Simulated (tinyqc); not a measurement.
Inside a calculation. Method: lattice vibrations of a chain. Computed by tinyqc, a small Python program that keeps every step. Command: `OMP_NUM_THREADS=1 python tinyqc.py 23167 23168 out.jsonl` (the two numbers bound the seeds that draw the settings). One thread of a shared host (Intel(R) Xeon(R) Processor @ 2.60GHz), about 0.01 s of CPU time with the checks.

## Dynamical matrix at q = 0.48

A chain moving along its axis:
```
atom,mass (u),spring to the next atom (eV/angstrom^2)
1,103.800000,16.400000
2,101.300000,16.500000
3,102.900000,15.900000
```

q is in units of 2 pi/a. A spring k from atom i to atom j, n cells on, adds k to Phi_ii and Phi_jj, -k exp(2 pi i q n) to Phi_ij and the conjugate to Phi_ji (for one atom a cell: 2k (1 - cos 2 pi q n)); D_ij = Phi_ij / sqrt(m_i m_j).

D(q) (eV/(angstrom^2 u)):
```
,1,2,3
1,0.311175,-0.159934,0.152634+0.019282i
2,-0.159934,0.324778,-0.161611
3,0.152634-0.019282i,-0.161611,0.314869
```

## Frequencies

omega^2 are the eigenvalues; wavenumber = 521.4708 sqrt(eigenvalue) 1/cm.

eigenvalues: 0.147015  0.170042  0.633765

wavenumbers (1/cm): 199.9  215.0  415.1

weights |e|^2 of the mass-weighted modes:
```
,mode 1,mode 2,mode 3
atom 1,0.331886,0.347285,0.320829
atom 2,0.346685,0.302418,0.350897
atom 3,0.321429,0.350297,0.328274
```

## Dispersion and heat capacity

C/k_B per atom = mean over q = (j + 1/2)/80, j = 0..39 and all branches of y^2 e^y/(e^y - 1)^2, y = hc wavenumber / k_B T.

Wavenumbers (1/cm):
```
q,branch 1,branch 2,branch 3
0.000000,0.000000,356.219560,362.858646
0.062500,27.147867,344.793290,372.745695
0.125000,54.179383,329.166951,383.760974
0.187500,80.978683,311.999973,393.264850
0.250000,107.430863,293.463353,401.119237
0.312500,133.422429,273.656651,407.270506
0.375000,158.841632,252.671742,411.685680
0.437500,183.577981,230.602831,414.343133
0.500000,207.020199,208.050922,415.230326
```

Heat capacity:
```
T (K),C/k_B per atom
20,0.070457
50,0.181321
100,0.399121
200,0.723927
300,0.856501
600,0.960188
1200,0.989770
```

zero-point energy per atom = 16.384313 meV
